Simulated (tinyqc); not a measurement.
From relaxation time tau back to grain size d: thermal stress and diffusional relaxation in a metal film: Coble and Nabarro-Herring creep, cooling and holds. Computed by tinyqc, a small Python program. Command: `OMP_NUM_THREADS=1 python tinyqc.py 3008483 3008484 out.jsonl creep inv`. One thread of a shared host (Intel(R) Xeon(R) Processor @ 2.30GHz), about 0.02 s of CPU time with the checks.

A thin film on a rigid substrate is stress-free at T0. Tension is positive and the film creeps linearly: d sigma/dt = -M (mismatch) dT/dt - sigma/tau.

Inputs (values chosen for the exercise, modelled on aluminium films on silicon):
```
quantity                           value        unit
biaxial modulus M                    111         GPa
expansion mismatch                  19.4      1e-6/K
atomic volume Omega                 16.6  angstrom^3
lattice prefactor D0             0.00014       m^2/s
lattice energy E                    1.49          eV
boundary prefactor (delta D_b)0  4.4e-14       m^3/s
boundary energy E_b                0.902          eV
stress-free temperature T0           400           C
hold temperature T                   110           C
hold time t                        0.011           h
yield stress                         550         MPa
```

Constants: k_B = 1.380649e-23 J/K; k_B = 8.617333262e-05 eV/K.

Method:
- Thermoelastic slope = M x mismatch; sigma_0 = slope x (T0 - T).
- Creep rate per stress: Nabarro-Herring 14 D Omega/(k_B T d^2), Coble (14 pi) delta D_b Omega/(k_B T d^3), with D = D0 exp(-E/(k_B T)), delta D_b = (delta D_b)0 exp(-E_b/(k_B T)); 1/tau = M x (sum of both)/2 (biaxial strain rate is half the uniaxial one).
- Temperatures in kelvin are T(C) + 273.15.
- sigma(t) = sigma_0 exp(-t/tau), relaxed part sigma_0 - sigma(t); the grain size where both mechanisms are equal is pi delta D_b/D.

Task: A run gave the result below. Find the grain size d, known to lie between 0.24 and 0.42 um.

relaxation time tau = 0.0118082 h

Result:

Each step takes the trial c = (a f_b - b f_a)/(f_b - f_a), f being the result less the target and a, b, c the logarithms of the listed values; c replaces end b, the old b replaces a if the sign of f changed, and otherwise f_a is halved.

Scan of the range:
```
grain size d (um)  relaxation time tau (h)
0.240                            0.0083395
0.263                            0.0109742
0.289                            0.0145613
0.317                            0.0192170
0.349                            0.0256438
0.383                            0.0338924
0.420                            0.0446945
```

False position (Illinois rule, in the logarithm of the input) inside the bracket:
```
step     end a     end b     trial  relaxation time tau (h)
1     0.263000  0.289000  0.268828                0.0117201
2     0.289000  0.268828  0.269432                0.0117992
3     0.289000  0.269432  0.269554                0.0118153
4     0.269432  0.269554  0.269500                0.0118082
5     0.269554  0.269500  0.269500                0.0118082
```

Relaxation time tau rises at every point of a 13-point scan of the range (every second point is shown), so one value fits; it is bracketed by 0.263 and 0.289. The scan shows a pure power law with exponent 3.000, so scaling from any one row also gives the answer directly. Answer: grain size d = 0.2695 um.

Caution: the elastic stress exceeds the yield stress, so dislocation glide would cap it first.
